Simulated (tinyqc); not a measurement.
Worked calculation: LCCD on RHF in the 3-21g basis, for H2, spin multiplicity 1. One step of it, computed by the program tinyqc.

Task: LCCD: starting amplitudes. t_ij^ab = <ij||ab> / (e_i + e_j - e_a - e_b), whose energy is MP2.

orbital energies (hartree): MO1 -0.507208, MO2 0.168621, MO3 1.105236, MO4 1.260607

Two-electron integrals over orbitals (pq|rs), unique and non-zero (hartree):
```
(11|11) 0.558131    (21|21) 0.120425    (22|11) 0.457394    (22|22) 0.425112
(31|11) 0.123382    (31|22) 0.074877    (31|31) 0.090920    (32|21) 0.023412
(32|32) 0.043078    (33|11) 0.520017    (33|22) 0.433640    (33|31) 0.124414
(33|33) 0.512680    (41|21) -0.078255   (41|32) -0.057487   (41|41) 0.100557
(42|11) -0.131823   (42|22) -0.077792   (42|31) -0.082073   (42|33) -0.129340
(42|42) 0.085431    (43|21) -0.136581   (43|32) -0.055675   (43|41) 0.125489
(43|43) 0.197884    (44|11) 0.561836    (44|22) 0.468936    (44|31) 0.163614
(44|33) 0.557042    (44|42) -0.160610   (44|44) 0.626268
```

Give: Starting amplitudes; correlation energy.

Result:

Starting amplitudes (spin orbitals 1a, 1b, ...; amplitudes related by a flip of all spins are not repeated):
```
from      to        t
1a 1b  2a 2b  -0.0891
1a 1b  2a 4b   0.0320
1a 1b  4a 4b  -0.0284
1a 1b  3a 3b  -0.0282
```

correlation energy = -0.021165 hartree
